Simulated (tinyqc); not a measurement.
Inside a calculation. Method: UHF in the 6-311g basis, for H2-, spin multiplicity 2. The basis has no diffuse functions, so it cannot describe the extra electron: this is an exercise in the method, not the real anion. One step of it, computed by the program tinyqc.

Question. Iteration 1: building the Fock matrix. J_ij = sum D_kl (ij|kl) with D = D(alpha) + D(beta), K_ij = sum D_kl (ik|jl) for each spin; F = H + J - K(s); E = tr D H + tr D J / 2 - 0.5 sum_s tr D(s) K(s) + E_nn.

D(alpha) at the start, order 1H 1s, 1H 2s, 1H 3s, 2H 1s, 2H 2s, 2H 3s:
$$\begin{pmatrix}
0.103752 & 0.238597 & 0.173296 & 0.032163 & -0.065959 & -0.165645 \\
0.238597 & 0.757460 & 0.725821 & -0.065959 & -0.538178 & -0.716103 \\
0.173296 & 0.725821 & 0.802579 & -0.165645 & -0.716103 & -0.802148 \\
0.032163 & -0.065959 & -0.165645 & 0.103752 & 0.238597 & 0.173296 \\
-0.065959 & -0.538178 & -0.716103 & 0.238597 & 0.757460 & 0.725821 \\
-0.165645 & -0.716103 & -0.802148 & 0.173296 & 0.725821 & 0.802579
\end{pmatrix}$$

D(beta) at the start, order 1H 1s, 1H 2s, 1H 3s, 2H 1s, 2H 2s, 2H 3s:
$$\begin{pmatrix}
0.067958 & 0.086319 & 0.003825 & 0.067958 & 0.086319 & 0.003825 \\
0.086319 & 0.109641 & 0.004859 & 0.086319 & 0.109641 & 0.004859 \\
0.003825 & 0.004859 & 0.000215 & 0.003825 & 0.004859 & 0.000215 \\
0.067958 & 0.086319 & 0.003825 & 0.067958 & 0.086319 & 0.003825 \\
0.086319 & 0.109641 & 0.004859 & 0.086319 & 0.109641 & 0.004859 \\
0.003825 & 0.004859 & 0.000215 & 0.003825 & 0.004859 & 0.000215
\end{pmatrix}$$

core Hamiltonian H = T + V (hartree), order 1H 1s, 1H 2s, 1H 3s, 2H 1s, 2H 2s, 2H 3s:
$$\begin{pmatrix}
-0.558213 & -1.033314 & -0.681198 & -0.698929 & -0.798977 & -0.599143 \\
-1.033314 & -1.078037 & -0.862193 & -0.798977 & -0.950696 & -0.797219 \\
-0.681198 & -0.862193 & -0.813376 & -0.599143 & -0.797219 & -0.774846 \\
-0.698929 & -0.798977 & -0.599143 & -0.558213 & -1.033314 & -0.681198 \\
-0.798977 & -0.950696 & -0.797219 & -1.033314 & -1.078037 & -0.862193 \\
-0.599143 & -0.797219 & -0.774846 & -0.681198 & -0.862193 & -0.813376
\end{pmatrix}$$

Two-electron integrals (ij|kl) in chemists' order, unique and non-zero (hartree):
```
(11|11) 1.393035   (21|11) 0.822971   (21|21) 0.509703   (22|11) 0.822904
(22|21) 0.543028   (22|22) 0.644106   (31|11) 0.411256   (31|21) 0.257757
(31|22) 0.279868   (31|31) 0.130794   (32|11) 0.543681   (32|21) 0.365771
(32|22) 0.452669   (32|31) 0.189803   (32|32) 0.325140   (33|11) 0.494021
(33|21) 0.340115   (33|22) 0.445993   (33|31) 0.178035   (33|32) 0.331779
(33|33) 0.361682   (41|11) 0.335911   (41|21) 0.211537   (41|22) 0.230339
(41|31) 0.107429   (41|32) 0.156127   (41|33) 0.146205   (41|41) 0.117137
(42|11) 0.367267   (42|21) 0.244511   (42|22) 0.292450   (42|31) 0.126279
(42|32) 0.205512   (42|33) 0.201802   (42|41) 0.145071   (42|42) 0.203363
(43|11) 0.232275   (43|21) 0.156808   (43|22) 0.193270   (43|31) 0.081385
(43|32) 0.137786   (43|33) 0.138207   (43|41) 0.093768   (43|42) 0.136821
(43|43) 0.093583   (44|11) 0.732446   (44|21) 0.500725   (44|22) 0.624325
(44|31) 0.260670   (44|32) 0.444799   (44|33) 0.443651   (44|41) 0.335911
(44|42) 0.507223   (44|43) 0.346799   (44|44) 1.393035   (51|11) 0.507223
(51|21) 0.316074   (51|22) 0.339972   (51|31) 0.160116   (51|32) 0.229767
(51|33) 0.214559   (51|41) 0.145071   (51|42) 0.172535   (51|43) 0.111167
(51|44) 0.367267   (51|51) 0.203363   (52|11) 0.572642   (52|21) 0.381434
(52|22) 0.461402   (52|31) 0.197219   (52|32) 0.327374   (52|33) 0.327304
(52|41) 0.185892   (52|42) 0.251880   (52|43) 0.169743   (52|44) 0.572642
(52|51) 0.251880   (52|52) 0.363013   (53|11) 0.420099   (53|21) 0.285653
(53|22) 0.362511   (53|31) 0.148809   (53|32) 0.264070   (53|33) 0.276108
(53|41) 0.141293   (53|42) 0.201827   (53|43) 0.139245   (53|44) 0.467953
(53|51) 0.190109   (53|52) 0.293170   (53|53) 0.246985   (54|11) 0.500725
(54|21) 0.340568   (54|22) 0.425060   (54|31) 0.177170   (54|32) 0.304415
(54|33) 0.307013   (54|41) 0.211537   (54|42) 0.316074   (54|43) 0.217512
(54|44) 0.822971   (54|51) 0.244511   (54|52) 0.381434   (54|53) 0.315187
(54|54) 0.509703   (55|11) 0.624325   (55|21) 0.425060   (55|22) 0.539573
(55|31) 0.221489   (55|32) 0.392454   (55|33) 0.408282   (55|41) 0.230339
(55|42) 0.339972   (55|43) 0.236443   (55|44) 0.822904   (55|51) 0.292450
(55|52) 0.461402   (55|53) 0.391119   (55|54) 0.543028   (55|55) 0.644106
(61|11) 0.346799   (61|21) 0.217512   (61|22) 0.236443   (61|31) 0.110395
(61|32) 0.160421   (61|33) 0.150559   (61|41) 0.093768   (61|42) 0.111167
(61|43) 0.071742   (61|44) 0.232275   (61|51) 0.136821   (61|52) 0.169743
(61|53) 0.128355   (61|54) 0.156808   (61|55) 0.193270   (61|61) 0.093583
(62|11) 0.467953   (62|21) 0.315187   (62|22) 0.391119   (62|31) 0.163623
(62|32) 0.281347   (62|33) 0.287819   (62|41) 0.141293   (62|42) 0.190109
(62|43) 0.128355   (62|44) 0.420099   (62|51) 0.201827   (62|52) 0.293170
(62|53) 0.238824   (62|54) 0.285653   (62|55) 0.362511   (62|61) 0.139245
(62|62) 0.246985   (63|11) 0.438941   (63|21) 0.302611   (63|22) 0.398297
(63|31) 0.158489   (63|32) 0.297039   (63|33) 0.325507   (63|41) 0.137275
(63|42) 0.195062   (63|43) 0.135081   (63|44) 0.438941   (63|51) 0.195062
(63|52) 0.305878   (63|53) 0.262722   (63|54) 0.302611   (63|55) 0.398297
(63|61) 0.135081   (63|62) 0.262722   (63|63) 0.301858   (64|11) 0.260670
(64|21) 0.177170   (64|22) 0.221489   (64|31) 0.092171   (64|32) 0.158967
(64|33) 0.161034   (64|41) 0.107429   (64|42) 0.160116   (64|43) 0.110395
(64|44) 0.411256   (64|51) 0.126279   (64|52) 0.197219   (64|53) 0.163623
(64|54) 0.257757   (64|55) 0.279868   (64|61) 0.081385   (64|62) 0.148809
(64|63) 0.158489   (64|64) 0.130794   (65|11) 0.444799   (65|21) 0.304415
(65|22) 0.392454   (65|31) 0.158967   (65|32) 0.288505   (65|33) 0.306619
(65|41) 0.156127   (65|42) 0.229767   (65|43) 0.160421   (65|44) 0.543681
(65|51) 0.205512   (65|52) 0.327374   (65|53) 0.281347   (65|54) 0.365771
(65|55) 0.452669   (65|61) 0.137786   (65|62) 0.264070   (65|63) 0.297039
(65|64) 0.189803   (65|65) 0.325140   (66|11) 0.443651   (66|21) 0.307013
(66|22) 0.408282   (66|31) 0.161034   (66|32) 0.306619   (66|33) 0.341017
(66|41) 0.146205   (66|42) 0.214559   (66|43) 0.150559   (66|44) 0.494021
(66|51) 0.201802   (66|52) 0.327304   (66|53) 0.287819   (66|54) 0.340115
(66|55) 0.445993   (66|61) 0.138207   (66|62) 0.276108   (66|63) 0.325507
(66|64) 0.178035   (66|65) 0.331779   (66|66) 0.361682
```

nuclear repulsion = 0.75381369 hartree

Give: Coulomb J; exchange K(alpha); exchange K(beta); F(alpha); F(beta); total energy of this density.

Answer.

Coulomb J (hartree), order 1H 1s, 1H 2s, 1H 3s, 2H 1s, 2H 2s, 2H 3s:
$$\begin{pmatrix}
2.3728 & 1.5493 & 0.7970 & 0.7500 & 1.0125 & 0.6834 \\
1.5493 & 1.8289 & 1.2905 & 1.0125 & 1.4267 & 1.1508 \\
0.7970 & 1.2905 & 1.2874 & 0.6834 & 1.1508 & 1.2000 \\
0.7500 & 1.0125 & 0.6834 & 2.3728 & 1.5493 & 0.7970 \\
1.0125 & 1.4267 & 1.1508 & 1.5493 & 1.8289 & 1.2905 \\
0.6834 & 1.1508 & 1.2000 & 0.7970 & 1.2905 & 1.2874
\end{pmatrix}$$

exchange K(alpha) (hartree), order 1H 1s, 1H 2s, 1H 3s, 2H 1s, 2H 2s, 2H 3s:
$$\begin{pmatrix}
0.8048 & 0.7104 & 0.4463 & 0.3798 & 0.4884 & 0.3721 \\
0.7104 & 0.7280 & 0.4955 & 0.4884 & 0.5816 & 0.4404 \\
0.4463 & 0.4955 & 0.3596 & 0.3721 & 0.4404 & 0.3367 \\
0.3798 & 0.4884 & 0.3721 & 0.8048 & 0.7104 & 0.4463 \\
0.4884 & 0.5816 & 0.4404 & 0.7104 & 0.7280 & 0.4955 \\
0.3721 & 0.4404 & 0.3367 & 0.4463 & 0.4955 & 0.3596
\end{pmatrix}$$

exchange K(beta) (hartree), order 1H 1s, 1H 2s, 1H 3s, 2H 1s, 2H 2s, 2H 3s:
$$\begin{pmatrix}
0.6019 & 0.5526 & 0.3574 & 0.4356 & 0.4910 & 0.3426 \\
0.5526 & 0.5696 & 0.3865 & 0.4910 & 0.5408 & 0.3789 \\
0.3574 & 0.3865 & 0.2695 & 0.3426 & 0.3789 & 0.2673 \\
0.4356 & 0.4910 & 0.3426 & 0.6019 & 0.5526 & 0.3574 \\
0.4910 & 0.5408 & 0.3789 & 0.5526 & 0.5696 & 0.3865 \\
0.3426 & 0.3789 & 0.2673 & 0.3574 & 0.3865 & 0.2695
\end{pmatrix}$$

F(alpha) (hartree), order 1H 1s, 1H 2s, 1H 3s, 2H 1s, 2H 2s, 2H 3s:
$$\begin{pmatrix}
1.0098 & -0.1945 & -0.3305 & -0.3287 & -0.2749 & -0.2878 \\
-0.1945 & 0.0229 & -0.0672 & -0.2749 & -0.1056 & -0.0868 \\
-0.3305 & -0.0672 & 0.1145 & -0.2878 & -0.0868 & 0.0885 \\
-0.3287 & -0.2749 & -0.2878 & 1.0098 & -0.1945 & -0.3305 \\
-0.2749 & -0.1056 & -0.0868 & -0.1945 & 0.0229 & -0.0672 \\
-0.2878 & -0.0868 & 0.0885 & -0.3305 & -0.0672 & 0.1145
\end{pmatrix}$$

F(beta) (hartree), order 1H 1s, 1H 2s, 1H 3s, 2H 1s, 2H 2s, 2H 3s:
$$\begin{pmatrix}
1.2126 & -0.0366 & -0.2415 & -0.3845 & -0.2775 & -0.2584 \\
-0.0366 & 0.1813 & 0.0418 & -0.2775 & -0.0648 & -0.0253 \\
-0.2415 & 0.0418 & 0.2045 & -0.2584 & -0.0253 & 0.1579 \\
-0.3845 & -0.2775 & -0.2584 & 1.2126 & -0.0366 & -0.2415 \\
-0.2775 & -0.0648 & -0.0253 & -0.0366 & 0.1813 & 0.0418 \\
-0.2584 & -0.0253 & 0.1579 & -0.2415 & 0.0418 & 0.2045
\end{pmatrix}$$

total energy of this density = -0.696823 hartree
